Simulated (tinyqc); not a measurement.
Inside a calculation. Method: LDA (PW92) atom on a uniform radial grid, spin-unpolarised, for Mg(2+). Computed by tinyqc, a small Python program that keeps every step. Settings: Z = 12, points = 128, R = 6.8, functional = lda,pw, mixing = 0.2, iteration cap = 68. Command: `OMP_NUM_THREADS=1 python tinyqc.py 27307 27308 out.jsonl` (the two numbers bound the seeds that draw the settings). One thread of a shared host (Intel(R) Xeon(R) Processor @ 2.60GHz), about 0.4 s of CPU time with the checks.

Spherical atom on a uniform radial grid r_j = j h with h = R/(N + 1), h sum u^2 = 1 and integrals as h times sums, u(0) = u(R) = 0 (atomic units):
```
parameter           value
Z                      12
points N              128
R                6.800000
h                0.052713
mixing           0.200000
electrons in 1s         2
electrons in 2s         2
electrons in 2p         6
```

Three-point differences turn -u''/2 + [l(l+1)/2r^2 - Z/r + V] u = e u into a tridiagonal matrix (diagonal 1/h^2 + potential, off-diagonal -1/2h^2). D = sum f u^2; the Hartree potential y/r solves y'' = -D/r with y(0) = 0, y(R) = N_e; v_xc comes from rho = D/(4 pi r^2); E = sum f e - int D V + int D (V_H/2 + eps_xc); V(new) = V + mixing (V_H + v_xc - V).

Stop when input and output potentials agree to 1e-7.

Course of the cycle (hartree):
```
iteration            E     e(1s)     e(2s)     e(2p)  largest |V(out) - V(in)|
1          -169.526843  -65.9561  -17.5711  -18.1593                  3.74e+01
2          -175.803616  -59.4948  -13.9896  -14.0735                  2.81e+01
3          -179.954383  -54.6401  -11.3253  -11.0627                  2.09e+01
4          -182.599941  -51.0196   -9.3422   -8.8468                  1.55e+01
5          -184.220063  -48.3405   -7.8649   -7.2168                  1.14e+01
6          -185.171372  -46.3729   -6.7635   -6.0172                  8.31e+00
7          -185.706688  -44.9377   -5.9414   -5.1332                  6.03e+00
8          -185.995764  -43.8968   -5.3268   -4.4804                  4.37e+00
9          -186.146086  -43.1446   -4.8663   -3.9969                  3.16e+00
10         -186.221766  -42.6019   -4.5204   -3.6374                  2.29e+00
11         -186.258913  -42.2102   -4.2595   -3.3688                  1.66e+00
...                ...       ...       ...       ...                       ...
58         -186.293621  -41.1038   -3.3941   -2.5022                  2.08e-05
59         -186.293621  -41.1038   -3.3941   -2.5022                  1.66e-05
60         -186.293621  -41.1038   -3.3941   -2.5022                  1.32e-05
61         -186.293621  -41.1038   -3.3941   -2.5022                  1.06e-05
62         -186.293621  -41.1038   -3.3941   -2.5022                  8.42e-06
63         -186.293621  -41.1038   -3.3940   -2.5022                  6.71e-06
64         -186.293621  -41.1038   -3.3940   -2.5022                  5.35e-06
65         -186.293621  -41.1037   -3.3940   -2.5022                  4.26e-06
66         -186.293621  -41.1037   -3.3940   -2.5022                  3.40e-06
67         -186.293621  -41.1037   -3.3940   -2.5022                  2.71e-06
68         -186.293621  -41.1037   -3.3940   -2.5022                  2.16e-06
```

Can the last value be used, and what does the course show?

Not by the stop rule, although the second column moves by less than 1e-07 over the last three steps; and the uniform grid itself carries an error of order h^2 at the cusp, far above the threshold. Not converged within 68 iterations: the residual falls steadily but slowly, by a factor of about 0.80 a step. Reruns (cap 100 unless said): mixing 0.3: converged in 52; mixing 0.6: converged in 21; the original settings with a cap of 400: converged in 82. Even converged, this uniform grid resolves the cusp poorly and misses the energy of the atom.
